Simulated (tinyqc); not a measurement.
Hubbard chain of 3 sites, step by step. One step of it, computed by the program tinyqc.

Question. The many-body Hamiltonian. Basis: all placements (u, d, 2, 0 on each site), up operators ordered before down ones; hops carry the sign of the same-spin electrons passed.

one-body matrix (hopping and site energies) (eV), order 1, 2, 3:
$$\begin{pmatrix}
0.000000 & -0.550000 & 0.000000 \\
-0.550000 & 0.000000 & -0.550000 \\
0.000000 & -0.550000 & 0.000000
\end{pmatrix}$$

U = 11.000000 eV

electrons, up and down: [1, 1]

Give: H.

Answer.

H (eV):
```
         200      ud0      u0d      du0      020      0ud      d0u      0du
200  11.0000  -0.5500   0.0000  -0.5500   0.0000   0.0000   0.0000   0.0000
ud0  -0.5500   0.0000  -0.5500   0.0000  -0.5500   0.0000   0.0000   0.0000
u0d   0.0000  -0.5500   0.0000   0.0000   0.0000  -0.5500   0.0000   0.0000
du0  -0.5500   0.0000   0.0000   0.0000  -0.5500   0.0000  -0.5500   0.0000
020   0.0000  -0.5500   0.0000  -0.5500  11.0000  -0.5500   0.0000  -0.5500
0ud   0.0000   0.0000  -0.5500   0.0000  -0.5500   0.0000   0.0000   0.0000
d0u   0.0000   0.0000   0.0000  -0.5500   0.0000   0.0000   0.0000  -0.5500
0du   0.0000   0.0000   0.0000   0.0000  -0.5500   0.0000  -0.5500   0.0000
002   0.0000   0.0000   0.0000   0.0000   0.0000  -0.5500   0.0000  -0.5500

         002
200   0.0000
ud0   0.0000
u0d   0.0000
du0   0.0000
020   0.0000
0ud  -0.5500
d0u   0.0000
0du  -0.5500
002  11.0000
```
